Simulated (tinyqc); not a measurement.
Which single mass stands for the valley: donor in an ellipsoidal valley (Kohn-Luttinger variational method). Computed by tinyqc, a small Python program. Command: `OMP_NUM_THREADS=1 python tinyqc.py 3009153 3009154 out.jsonl kohnlutt walk`. One thread of a shared host (Intel(R) Xeon(R) Processor @ 2.30GHz), about 0.03 s of CPU time with the checks.

H = -(d^2/dx^2 + d^2/dy^2) - gamma d^2/dz^2 - 2/r in units built on m_t, with gamma = m_t/m_l and z along the valley axis. One valley; no valley-orbit or central-cell term.

Inputs (values chosen for the exercise, modelled on silicon): transverse mass m_t = 0.195 m_0; longitudinal mass m_l = 0.942 m_0; dielectric constant eps = 11.7.

Constants: Ry = 13.605693123 eV; a_0 = 0.529177210903 angstrom.

Method:
- Ry* = Ry m_t/eps^2, a* = a_0 eps/m_t, gamma = m_t/m_l.
- Trial function exp(-sqrt((x^2 + y^2)/a^2 + z^2/b^2)) with beta = b/a < 1: E = t/a^2 - u/a, t = (2 + gamma/beta^2)/3, u = 2 arcsin(sqrt(1 - beta^2))/sqrt(1 - beta^2); the best a is 2 t/u and E(beta) = -u^2/(4 t).
- Golden-section search on beta from 0.05 to 0.999, 60 steps.
- Gaussian basis: g = P exp(-al (x^2 + y^2) - be z^2) with P = 1 (s-like), z (2p0) or x (2p+-); al = 0.004 x 2.6^k, k = 0..11, and be/al = 1, gamma^(-1/2) or 1/gamma (36 functions); 1/r = (2/sqrt(pi)) int exp(-t^2 r^2) dt by 48 Gauss-Legendre points after t = sqrt(al_i + al_j) tan(theta); overlap eigenvalues below 1e-10 are dropped.
- A hydrogenic level is Ry m/eps^2 for one mass m; errors are against the Gaussian basis.

gamma = 0.207006

1s binding energy, Gaussian basis = 30.4100 meV

1s binding energy, trial function = 30.3689 meV

1s binding energy:

| rule | mass (m_0) | binding (meV) | error (%) |
|---|---|---|---|
| transverse mass | 0.19500 | 19.381 | -36.27 |
| conductivity mass 3/(2/m_t + 1/m_l) | 0.26506 | 26.345 | -13.37 |
| density-of-states mass (m_t^2 m_l)^(1/3) | 0.32964 | 32.763 | 7.74 |
| longitudinal mass | 0.94200 | 93.627 | 207.88 |
| trial function with a and b | - | 30.369 | -0.14 |
| mass that fits 1s | 0.30596 | 30.410 | 0.00 |

What does the comparison show, and why?

The conductivity mass, which is what a spherical trial function (a = b) gives, falls short by 13.4 %, as a restricted variational bound must; the density-of-states mass is off by +7.7 %. The mass that fits lies between the two.

Extremes, crossings and ranges named in words are read from the listed rows.
